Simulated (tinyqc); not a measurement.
Heisenberg spin cluster by exact diagonalisation: multiplets, susceptibility, level crossings: one step, computed by the program tinyqc.

H = J1 sum S_i.S_j over the bonds 1-2, 2-3 + J2 sum over 1-3 - g mu_B B S_z; J > 0 is antiferromagnetic.

Question. Multiplets. Every multiplet has one member in the block S_z = 0.5; diagonalise it and read the total spin from <S^2> = S (S + 1).

Inputs (values chosen for the exercise, for a model cluster): exchange J1 = 6.18 meV; exchange J2 = 1.8 meV.

Cluster: triangle, two J1 bonds and one J2 bond. Spin s of each site: 0.5.

Give: Levels at B = 0; ground energy; gap to the next level.

Answer.

Levels at B = 0:

| E (meV) | total S | number of multiplets |
|---|---|---|
| -5.73 | 0.5 | 1 |
| -1.35 | 0.5 | 1 |
| 3.54 | 1.5 | 1 |

ground energy = -5.73 meV

gap to the next level = 4.38 meV

The ground state has S = 0.5; the next level has S = 0.5. The highest spin, S = 1.5, lies at 3.54 meV, s^2 times the sum of all J, s the spin of a site.
